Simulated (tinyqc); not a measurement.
Modulation-doped quantum well, Poisson-Schroedinger loop: two steps of the calculation.

A well of width L centred at z = 0 between barriers Vb; effective-mass electrons in two equivalent valleys, parabolic bands. The electrons come from donor sheets outside the mesh, a share fL of Ns on the left and the rest on the right, so the structure is neutral. Energies are counted from the band edge of the well, with U = 0 on the first node in the Hartree part.

Inputs (values chosen for the exercise); material values those of a made-up well: temperature T = 400 K; in-plane mass md = 0.163 m0; relative permittivity (all layers) eps_r = 12.1; sheet density of electrons Ns = 9.9e11 cm^-2; share of the donors on the left side fL = 0.5; mixing factor a = 0.3.

Constants: q = 1.602176634e-19 C, kB = 1.380649e-23 J/K, hbar = 1.054571817e-34 J s, m0 = 9.1093837015e-31 kg, Vt = kB T/q, eps0 = 8.8541878128e-14 F/cm where lengths are in cm. Results are converted to the units shown.

Question 1. Fermi level and occupations. Level k holds N_k = D_k Vt ln(1 + exp((EF - E_k)/Vt)) with D = 2 md m0 q/(pi hbar^2) per eV (spin included); EF is fixed by sum N_k = Ns.

levels (eV): E1 0.04605268, E2 0.17942530, E3 0.37934992

Wanted: EF; N_k.

Answer 1.

EF = -0.004770 eV
N_k (cm^-2): E1 9.676e11, E2 2.237e10, E3 6.790e7

Question 2. Density, output potential and mixing. n_i = sum_k N_k |psi_k|^2 (converted to cm^-3). Hartree part by Gauss: on the interval after node i the enclosed sheet charge is S_i = fL Ns - hz sum_(j<=i) n_j, and U_(i+1) = U_i + q S_i hz/(eps0 eps_r) in eV, U_1 = 0. Mixing: U(new) = U + a (U(out) - U).

columns A: node; B: z (nm); C: self-consistent potential U at the start (eV); D: |psi|^2 of E1 (1/nm); E: |psi|^2 of E2 (1/nm); F: |psi|^2 of E3 (1/nm)
```
A        B  C           D           E           F
1   -1.575  0  0.00487026  0.02604121  0.09250109
2   -1.365  0  0.02421147  0.11131926  0.30793888
3   -1.155  0  0.07680955  0.27926305  0.50176100
4   -0.945  0  0.20153782  0.55096629  0.54081008
5   -0.735  0  0.34318552  0.64155641  0.22124190
6   -0.525  0  0.48256497  0.50451625  0.00039453
7   -0.315  0  0.59330818  0.23731053  0.19225609
8   -0.105  0  0.65446462  0.02997939  0.52404882
9    0.105  0  0.65446462  0.02997939  0.52404882
10   0.315  0  0.59330818  0.23731053  0.19225609
11   0.525  0  0.48256497  0.50451625  0.00039453
12   0.735  0  0.34318552  0.64155641  0.22124190
13   0.945  0  0.20153782  0.55096629  0.54081008
14   1.155  0  0.07680955  0.27926305  0.50176100
15   1.365  0  0.02421147  0.11131926  0.30793888
16   1.575  0  0.00487026  0.02604121  0.09250109
```

N_k (cm^-2): E1 9.6755787e11, E2 2.2374239e10, E3 6.7895535e7

Wanted: n; U(out); U after round 1.

Answer 2.

```
node  n (1e18 cm^-3)  U(out) (1e-3 eV)  U after round 1 (1e-3 eV)
1              0.053             0.000                      0.000
2              0.259             1.551                      0.465
3              0.806             3.085                      0.925
4              2.074             4.566                      1.370
5              3.464             5.910                      1.773
6              4.782             7.025                      2.108
7              5.794             7.826                      2.348
8              6.339             8.244                      2.473
9              6.339             8.244                      2.473
10             5.794             7.826                      2.348
11             4.782             7.025                      2.108
12             3.464             5.910                      1.773
13             2.074             4.566                      1.370
14             0.806             3.085                      0.925
15             0.259             1.551                      0.465
16             0.053             0.000                      0.000
```

Computed by the program tinyqc: `OMP_NUM_THREADS=1 python tinyqc.py 2140006 2140007 out.jsonl`, one thread of a shared Intel Xeon 2.30GHz, about 0.1 s for the whole run.
